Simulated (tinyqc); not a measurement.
Plane-averaged potentials: correction of a charged-defect supercell by a model charge and potential alignment (plane-averaged potentials). Computed by tinyqc, a small Python program. Command: `OMP_NUM_THREADS=1 python tinyqc.py 3113091 3113092 out.jsonl align walk`. One thread of a shared host (Intel(R) Xeon(R) Processor @ 2.30GHz), about 0.01 s of CPU time with the checks.

The "true" defect charge is (1 - x) q in a Gaussian of width sigma plus x q in one of width sigma_t, so the exact answer is known; the correction sees only a single model Gaussian of width sigma_m. A Gaussian of width s has the transform rho(G) = exp(-G^2 s^2/2), normalised to 1. A uniform background cancels q, so G = 0 is left out. Potentials are those felt by a unit positive charge. E_0 is the formation energy of the isolated defect, E_cell its value in the supercell, E_lat = E_iso - E_per of the model charge, C the true less the model potential far from the defect; the exact correction is E_0 - E_cell, and the error of a scheme is E_cell plus its correction less E_0.

Inputs (values chosen for the exercise, with screening close to that of HfO2):
```
quantity                               value      unit
defect charge q                           -3         e
dielectric constant eps                 22.5         -
edge of the cubic cell L                12.3  angstrom
width sigma of the true defect charge    1.1  angstrom
width sigma_m of the model charge       0.98  angstrom
share x of the charge in a wide tail   0.053         -
width sigma_t of the tail                1.8  angstrom
```

Constants: e^2/(4 pi eps_0) = 14.39964548 eV angstrom.

Method. Plane-averaged potential at distance z from the defect: V(z) = (4 pi q/(eps L^3)) (e^2/(4 pi eps_0 e)) sum_(m != 0) rho(G_m) cos(G_m z)/G_m^2, G_m = 2 pi m/L, |m| <= 40.

Potentials (V):
```
z/L   z (angstrom)       true     model  difference
0.00         0.000  -0.099659  -0.10734   0.0076793
0.05         0.615  -0.091664  -0.09790   0.0062371
0.10         1.230  -0.070502  -0.07360   0.0030937
0.15         1.845  -0.042536  -0.04283   0.0002961
0.20         2.460  -0.013748  -0.01246  -0.0012872
0.25         3.075   0.012292   0.01424  -0.0019510
0.30         3.690   0.034088   0.03628  -0.0021886
0.35         4.305   0.051166   0.05344  -0.0022715
0.40         4.920   0.063396   0.06570  -0.0023009
0.45         5.535   0.070742   0.07305  -0.0023108
0.50         6.150   0.073191   0.07550  -0.0023131
```

What does the comparison show, and why?

The difference moves by 0.01 mV between z/L = 0.4 and 0.5: a plateau.
